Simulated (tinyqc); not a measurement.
# Input admittance of a MOSFET at zero drain bias: distributed channel and distributed gate: effects of single changes

Source and drain grounded, strong inversion, w = 2 pi f, Cox = eps0 eox/tox. The channel is an RC line of resistance 1/(mu Cox Vo) per square fed from both ends, so one finger has the intrinsic admittance y = i w Cox L tanh(g)/g per width, g = (1/2) sqrt(i w tau), tau = L^2/(mu Vo). The vertical resistance rv/L is in series with y, the overlaps 2 i w Cov in parallel: y_t = 1/(1/y + rv/L) + 2 i w Cov. The gate strip is a line of Rsh/L per length loaded by y_t, so a finger has Y = y_t Wf tanh(k)/k, k = (Wf/sd) sqrt(y_t Rsh/L); the device has Nf Y.

Inputs (values chosen for the exercise); values of the order met in silicon radio-frequency transistors: relative permittivity of the gate insulator (close to silicon dioxide) eox = 3.9; insulator thickness tox = 4.1 nm; channel length L = 0.63 um; finger width Wf = 4.6 um; number of fingers Nf = 4; channel mobility mu = 140 cm^2/(V s); gate overdrive Vo = 0.78 V; sheet resistance of the gate Rsh = 8 ohm/square; vertical resistivity of the gate stack rv = 0 ohm um^2; number of ends at which a finger is contacted sd = 1; overlap and fringe capacitance on each side Cov = 0.21 fF/um; frequency f = 11 GHz.

Constants: eps0 = 8.8541878128e-14 F/cm where lengths are in cm. Results are converted to the units shown.

Each table varies one quantity; the others keep the values above.

## Input impedance against frequency

Low-frequency limits, with c = Cox L and ct = c + 2 Cov: R_strip = Rsh Wf/(3 sd^2 L Nf), R_ch = (c/ct)^2 L/(12 mu Cox Vo Wf Nf), R_vert = (c/ct)^2 rv/(L Wf Nf), C = ct Wf Nf. Z = 1/(Nf Y) = R + 1/(i w C), Q = |Im Z|/R, far-point signal |1/cosh k|.

The same in every row: low-frequency R (ohm) = 31.51.

Input impedance against frequency:

| f (GHz) | w tau | \|k\| | R (ohm) | C (fF) | Q | signal at the far point |
|---|---|---|---|---|---|---|
| 0.1 | 0.02284 | 0.03109 | 31.51 | 105.4 | 479.4 | 1.000 |
| 0.3 | 0.06851 | 0.05385 | 31.51 | 105.4 | 159.8 | 1.000 |
| 0.8 | 0.1827 | 0.08793 | 31.51 | 105.4 | 59.94 | 0.9999 |
| 2 | 0.4567 | 0.1390 | 31.50 | 105.3 | 23.98 | 0.9996 |
| 6 | 1.370 | 0.2398 | 31.47 | 105.0 | 8.026 | 0.9967 |
| 20 | 4.567 | 0.4206 | 31.14 | 101.6 | 2.515 | 0.9703 |
| 40 | 9.135 | 0.5412 | 30.13 | 92.45 | 1.428 | 0.9256 |
| 100 | 22.84 | 0.6729 | 25.27 | 63.64 | 0.9896 | 0.8645 |
| 300 | 68.51 | 0.9001 | 14.90 | 35.21 | 1.011 | 0.7872 |

Read the table: what changes, and by how much?

R falls from 31.5 to 14.9 ohm and C falls from 105 to 35.2 fF. Q goes as f^(-1.00) between the first two rows and f^(0.02) between the last two, where w tau = 68.5 and |k| = 0.900. The low-frequency limits hold both R and C within 5 % up to f = 20 GHz among the rows.

## Effect of the channel length

Same model as above.

Result of one run:

| L (um) | w tau | \|k\| | R (ohm) | low-frequency R (ohm) | C (fF) | Q | signal at the far point |
|---|---|---|---|---|---|---|---|
| 0.11 | 0.07658 | 0.3784 | 30.44 | 30.44 | 24.76 | 19.20 | 0.9980 |

What becomes of these results when the channel length L is changed from 0.11 to 0.03 um, all else the same?

Result of the changed run:

| L (um) | w tau | \|k\| | R (ohm) | low-frequency R (ohm) | C (fF) | Q | signal at the far point |
|---|---|---|---|---|---|---|---|
| 0.03 | 0.005696 | 0.5122 | 102.4 | 102.4 | 12.36 | 11.43 | 0.9943 |

The whole series:

| L (um) | w tau | \|k\| | R (ohm) | low-frequency R (ohm) | C (fF) | Q | signal at the far point |
|---|---|---|---|---|---|---|---|
| 0.03 | 0.005696 | 0.5122 | 102.4 | 102.4 | 12.36 | 11.43 | 0.9943 |
| 0.058 | 0.02129 | 0.4281 | 53.69 | 53.70 | 16.70 | 16.13 | 0.9971 |
| 0.11 | 0.07658 | 0.3784 | 30.44 | 30.44 | 24.76 | 19.20 | 0.9980 |
| 0.22 | 0.3063 | 0.3476 | 21.13 | 21.14 | 41.80 | 16.38 | 0.9975 |
| 0.42 | 1.116 | 0.3311 | 23.81 | 23.83 | 72.62 | 8.369 | 0.9945 |
| 0.8 | 4.051 | 0.3121 | 38.40 | 38.74 | 128.2 | 2.940 | 0.9852 |
| 1.6 | 16.20 | 0.2387 | 68.03 | 76.02 | 189.9 | 1.120 | 0.9815 |
| 3 | 56.96 | 0.1647 | 78.06 | 144.0 | 175.0 | 1.059 | 0.9908 |

As L goes from 0.03 to 3, R goes from 102 through a minimum of 21.1 (at L = 0.22 among the rows listed) to 78.1 ohm, C goes from 12.4 through a maximum of 190 (at L = 1.6 among the rows listed) to 175 fF and Q goes from 11.4 through a maximum of 19.2 (at L = 0.11 among the rows listed) to 1.06. R_strip falls as 1/L while R_ch grows with L, which gives the minimum of R.

Computed by the program tinyqc: `OMP_NUM_THREADS=1 python tinyqc.py 2262246 2262247 out.jsonl`, one thread of a shared Intel Xeon 2.30GHz, about 0.01 s for the whole run.
